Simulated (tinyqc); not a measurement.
Precursor delivery and alloy composition in metal-organic vapour-phase epitaxy: one step, computed by the program tinyqc. Command: `OMP_NUM_THREADS=1 python tinyqc.py 3027696 3027697 out.jsonl movpe walk`. One thread of a shared host (Intel(R) Xeon(R) Processor @ 2.30GHz), about 0.01 s of CPU time with the checks.

Carrier gas leaves each bubbler saturated. Group-III species cross a boundary layer and react at the surface; element 2 can also desorb. The film is (1)_(1-x) (2)_x V with a zinc-blende cell.

Question. Composition and growth rate. Loss of element 2 is r x with r = prefactor x exp(-energy/(k_B T)). Then x = (g2 - r x)/(g1 + g2 - r x), or r x^2 - (g1 + g2 + r) x + g2 = 0, smaller root; growth rate G = g1/(1 - x) layers/s; one layer is a/2 thick, 1 angstrom/s = 0.36 um/h. Temperatures in kelvin are T(C) + 273.15. Distribution coefficient = [x/(1 - x)]/[x_g/(1 - x_g)], x_g = g2/(g1 + g2).

Inputs (values chosen for the exercise, close to those used for InGaP from TEGa and TMIn):
```
quantity                              value      unit
source 1: bath temperature               19         C
source 2: bath temperature               19         C
prefactor of the loss of element 2  6.6e+15  layers/s
energy of the loss                     3.11        eV
lattice constant a                     5.65  angstrom
growth temperature T                    650         C
```

arrival rates (layers/s): g1 0.3831473, g2 0.5251904

Constants: k_B = 8.617333262e-05 eV/K.

Give: loss rate r; solid share x; growth rate G; distribution coefficient.

Answer.

loss rate r = 0.069348 layers/s

solid share x = 0.55937

growth rate G = 0.88433 um/h

distribution coefficient = 0.92614

7.4 % of element 2 is lost again. Caution: the lattice constant is held fixed as x changes, delta does not respond to the flow, both precursors share one D and k_s, and gas-phase side reactions are left out.
